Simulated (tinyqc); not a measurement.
Self-heating of a transistor with one or more fingers, with temperature-dependent conductivity. From one set of inputs to another, one input at a time. Computed by tinyqc, a small Python program. Command: `OMP_NUM_THREADS=1 python tinyqc.py 3030667 3030668 out.jsonl selfheat ladder`. One thread of a shared host (Intel(R) Xeon(R) Processor @ 2.30GHz), about 0.2 s of CPU time with the checks.

N long parallel fingers lie on the top face of a slab whose bottom is held at T_0; the top is otherwise insulated, and heat flows in two dimensions. P in W/mm is 1000 P in W/m.

The inputs printed are set A. Set A is modelled on gallium arsenide; the values taken over come from a set modelled on gallium oxide. Inputs not listed in the table keep their values of set A, so the rows need not describe a real material.

Inputs (values chosen for the exercise, modelled on gallium arsenide): conductivity at the base temperature kappa_0 = 47.4 W/(m K); exponent m in kappa ~ T^-m = 1.21; base temperature T_0 = 300 K; power per gate width P = 1 W/mm; fingers N = 1; finger pitch s = 17 micrometre; width of the heat source w = 1.9 micrometre; substrate thickness t = 360 micrometre; heat capacity C = 1.71 1e6 J/(m^3 K); pulse length = 0.12 microsecond; power coefficient beta = 1.9 1e-3/K.

Power: power rises with temperature.

Method:
- A line source of power P on the top face raises the top at distance x by (P/(pi kappa_0)) g(x), g(x) = -ln tanh(pi x/(4 t)) (the image sum for the slab). On a strip of width w the centre sees the mean of g over the strip, g_0 = 1 + ln(8 t/(pi w)) for w much below t.
- theta_i = (P/(pi kappa_0)) [g_0 + sum over j != i of g(|i - j| s)], with equal powers and constant conductivity; thermal resistance = largest theta/P.
- Kirchhoff transformation for kappa = kappa_0 (T/T_0)^-m: T = T_0 [1 - (m - 1) theta/T_0]^(-1/(m - 1)), where theta is the linear rise.
- The bracket vanishes at the power P T_0/((m - 1) theta).
- The power follows P [1 + beta (T - T_0)] with T the peak temperature, for all fingers alike. Start at T_0 and repeat; stop when T changes by less than 1e-6 K, after 50 steps, or when the bracket falls below 0.05.
- After switching on, theta(tau) = (P D/kappa_0) int_0^tau X(u) Z(u) du at the hottest finger, D = kappa_0/C; X = sum over fingers at distance x of [erf((x + w/2)/r) - erf((x - w/2)/r)]/(2 w), Z = sum_(j=-200..200) (-1)^j exp(-(2 j t/r)^2)/sqrt(pi D u), r = 2 sqrt(D u); trapezoid rule on 300 points evenly spaced in ln u from u_0 = 1e-3 min(tau, w^2/D) to tau, plus the exact piece 2 sqrt(u_0/(pi D))/w below u_0. Conductivity and power are held at their base values here, and Fourier's law is used even where the diffusion length is near a phonon free path.

Each row keeps all changes above it:
```
input moved                                             from    to  peak temperature with feedback (K)  linear rise after the pulse (K)  true rise / linear rise
set A                                                      -     -                              360.06                          13.8870                   1.1051
power per gate width P (W/mm)                              1  0.14                              306.93                           1.9442                   1.0138
substrate thickness t (micrometre)                       360   220                              306.45                           1.9442                   1.0128
width of the heat source w (micrometre)                  1.9  0.66                              307.50                           2.9291                   1.0149
heat capacity C (1e6 J/(m^3 K))                         1.71  3.24                              307.50                           2.6298                   1.0149
finger pitch s (micrometre)                               17    13                              307.50                           2.6298                   1.0149
pulse length (microsecond)                              0.12  0.58                              307.50                           3.3685                   1.0149
conductivity at the base temperature kappa_0 (W/(m K))  47.4  18.3                              320.39                           7.5682                   1.0392
```

Where does the difference come from?

Peak temperature with feedback goes from 360 to 320, a factor 0.890 in all. The largest single move comes from power per gate width P (a factor 0.852), and conductivity at the base temperature kappa_0 works against it (a factor 1.04). Linear rise after the pulse goes from 13.9 to 7.57, a factor 0.545 in all. The largest single move comes from power per gate width P (a factor 0.140), and conductivity at the base temperature kappa_0 works against it (a factor 2.25). True rise / linear rise goes from 1.11 to 1.04, a factor 0.940 in all. The largest single move comes from power per gate width P (a factor 0.917), and conductivity at the base temperature kappa_0 works against it (a factor 1.024). The single moves hold for this order of the switches; the total does not depend on the order.

Extremes, crossings and ranges named in words are read from the listed rows.
